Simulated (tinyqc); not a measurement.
MOS capacitor on an n-type substrate, surface potential from the exact charge relation: one step of the calculation.

Uniform n-type substrate, Boltzmann statistics, full ionisation, classical densities. psi is the surface potential against the body (positive when the bands bend down) and u = -psi/Vt. Traps are spread evenly over the gap and neutral at flat band, so their charge is -q Dit psi; the minority quasi-Fermi level is shifted by Vb.

Question. Flat band, threshold and scales. ni = sqrt(Nc Nv) exp(-Eg/(2 Vt)), Eg in volts; phiF = Vt ln(N/ni); Cox = eps0 eox/tox; Vfb = phiM - chi - Vt ln(Nc/N) - q Nf/Cox; Q0 = sqrt(2 eps0 eps_r q N Vt); r = (ni/N)^2 exp(-Vb/Vt); VT = Vfb - [(2 phiF + Vb)(1 + q Dit/Cox) + sqrt(2 eps0 eps_r q N (2 phiF + Vb))/Cox].

Inputs (values chosen for the exercise); band and dielectric values close to those of silicon: temperature T = 250 K; band gap Eg = 1.12 eV; relative permittivity eps_r = 11.8; conduction-band density of states at T Nc = 2.15e19 cm^-3; valence-band density of states at T Nv = 1.99e19 cm^-3; electron affinity chi = 4.05 eV; donor density of the substrate N = 1.9e18 cm^-3; relative permittivity of the gate insulator (close to silicon dioxide) eox = 3.9; insulator thickness tox = 4.4 nm; gate work function phiM = 4.2 eV; fixed charge at the interface, in units of q Nf = -1e10 cm^-2; density of interface traps Dit = 0 cm^-2 eV^-1; reverse bias of the inversion layer against the body Vb = 0 V.

Constants: q = 1.602176634e-19 C, kB = 1.380649e-23 J/K, Vt = kB T/q, eps0 = 8.8541878128e-14 F/cm where lengths are in cm. Results are converted to the units shown.

Give: ni; phiF; Cox; Vfb; Q0; r; VT.

Answer.

ni = 1.063e8 cm^-3
phiF = 0.5086 V
Cox = 0.7848 uF/cm^2
Vfb = 0.09977 V
Q0 = 117.1 nC/cm^2
r = 3.130e-21
VT = -1.942 V

Program tinyqc, `OMP_NUM_THREADS=1 python tinyqc.py 2060032 2060033 out.jsonl`; Intel Xeon 2.30GHz, shared host, one thread, about 0.01 s.
